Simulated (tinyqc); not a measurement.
Thickness of the outer barriers: graded (staircase) quantum well by finite differences.

Finite differences on points z_i at the centres of cells of width h: H_ii = (c/h^2)(1/m_(i-1/2) + 1/m_(i+1/2)) + V_i, H_(i,i+1) = -(c/h^2)/m_(i+1/2), where m_(i+1/2) is the mean of the masses at the two points (the end values are repeated outwards), psi = 0 on the points beyond both ends, c = hbar^2/2m0. The field adds e F (z - z0) with z0 the middle of the structure; 1 kV/cm = 1e-5 eV/angstrom.

Constants: hbar^2/2m0 = 3.80998211 eV angstrom^2.

Inputs chosen for the exercise (out of a larger set: near those of a GaAs well in AlGaAs; not measured data): layers = ((57, 0.186, 0.0861), (19, 0.083, 0.0747), (19, 0.021, 0.0678), (19, 0, 0.0655), (19, 0.021, 0.0678), (19, 0.083, 0.0747), (57, 0.186, 0.0861)) (each layer: thickness in angstrom, band edge in eV, mass in m0); hf = 1.1875 angstrom (cell width of the fine grid).

Fine grid, zero field, both outer layers set to each thickness in turn.

Levels (eV):

| outer layers (angstrom) | E1 | E2 | E3 |
|---|---|---|---|
| 14.250 | 0.05961 | 0.19433 | 0.36886 |
| 28.500 | 0.05648 | 0.17246 | 0.29855 |
| 57.000 | 0.05569 | 0.16187 | 0.24279 |
| 114.000 | 0.05566 | 0.15953 | 0.20800 |
| 228.000 | 0.05566 | 0.15939 | 0.19283 |

Which of the three levels are properties of the well, and how thick must the outer layers be?

E1 is bound, and within 0.1 meV of the last row from 57 angstrom on. E2 is bound, and within 0.1 meV of the last row from 228 angstrom on, which only the last row itself meets. E3 lies above the barrier edge 0.186 eV and keeps falling (-15.2 meV in the last step): it is a state of the box.

(tinyqc, `OMP_NUM_THREADS=1 python tinyqc.py 1252599 1252600 out.jsonl`, Intel(R) Xeon(R) Processor @ 2.30GHz, 1 thread, shared host, about 0.01 s.)
